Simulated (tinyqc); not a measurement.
Gaussian against the exact two-step profile: two-step dopant diffusion (predeposition and drive-in) with a constant diffusivity. Computed by tinyqc, a small Python program. Command: `OMP_NUM_THREADS=1 python tinyqc.py 3007126 3007127 out.jsonl dopdiff walk`. One thread of a shared host (Intel(R) Xeon(R) Processor @ 2.30GHz), about 0.05 s of CPU time with the checks.

Fick diffusion into a half space x > 0 whose background doping C_B is of the opposite type, so that a junction lies where C = C_B.

Inputs (values chosen for the exercise, modelled on phosphorus in silicon): prefactor D0 = 4.09 cm^2/s; activation energy E = 3.64 eV; surface concentration C_s = 1.3e+20 1/cm^3; background doping C_B = 5.7e+15 1/cm^3; predeposition temperature T1 = 975 C; predeposition time t1 = 20 min; drive-in temperature T2 = 1050 C; drive-in time t2 = 120 min; ramp rate = 10 C/min; stand-by temperature = 750 C.

Furnace ramps of the drive-in: linear ramps.

Constants: k_B = 8.617333262e-05 eV/K.

Method:
- D = D0 exp(-E/(k_B T)).
- Temperatures in kelvin are T(C) + 273.15.
- Times in seconds are 60 times the minutes.
- One ramp between the stand-by temperature and T2 adds int D dT / rate (40-point Gauss-Legendre); the usual estimate counts it as an extra time k_B T2^2/(E rate) at T2. (Dt)2 = D2 t2 + two ramps, times in seconds.
- C = C_s erfc(x/(2 sqrt(D1 t1))); dose Q = 2 C_s sqrt(D1 t1/pi); the junction solves erfc(z) = C_B/C_s with x_j = 2 z sqrt(D1 t1).
- With a sealed surface and a thin source, C = Q/sqrt(pi (Dt)2) exp(-x^2/(4 (Dt)2)); x_j = 2 sqrt((Dt)2 ln(C(0)/C_B)); gradient at the junction |dC/dx| = C_B x_j/(2 (Dt)2).
- Exact two-step profile: C = (2 C_s/pi) int_0^alpha exp(-beta (1 + u^2))/(1 + u^2) du with alpha = sqrt(D1 t1/(Dt)2), beta = x^2/(4 (D1 t1 + (Dt)2)).
- The integral takes 48 Gauss-Legendre points; solve C(x) = C_B.
- Gaussian: C = Q/sqrt(pi (Dt)2) exp(-x^2/(4 (Dt)2)).
- Depths are fractions of the Gaussian x_j.

surface concentration C(0) (Gaussian) = 1.25458e+19 1/cm^3

junction depth x_j = 1.14859 um

drive-in budget (Dt)2 = 4.28514e-10 cm^2

product D1 t1 = 9.84732e-12 cm^2

exact junction depth = 1.15684 um

Profiles:
```
x/x_j  x (um)  Gaussian (1/cm^3)  exact (1/cm^3)   ratio
0.0    0.0000         1.2546e+19      1.2451e+19  1.0076
0.2    0.2297         9.2214e+18      9.1941e+18  1.0030
0.4    0.4594         3.6617e+18      3.7020e+18  0.9891
0.6    0.6892         7.8552e+17      8.1285e+17  0.9664
0.8    0.9189         9.1037e+16      9.7341e+16  0.9352
1.0    1.1486         5.7000e+15      6.3586e+15  0.8964
1.2    1.3783         1.9281e+14      2.2662e+14  0.8508
```

What does the comparison show, and why?

With D1 t1/(Dt)2 = 0.023, the Gaussian is 0.76 % high at the surface and 10 % low at its own junction; the exact junction lies at 1.157 um, 0.72 % deeper. The dose is the same, but the real source already has a width, which is negligible here. Caution: the surface value exceeds the intrinsic carrier density during the drive-in as well. Caution: C_s exceeds the intrinsic carrier density of silicon at the predeposition temperature (2e18 to 1e19 per cm^3), where real diffusivities rise with concentration and profiles turn box-like.
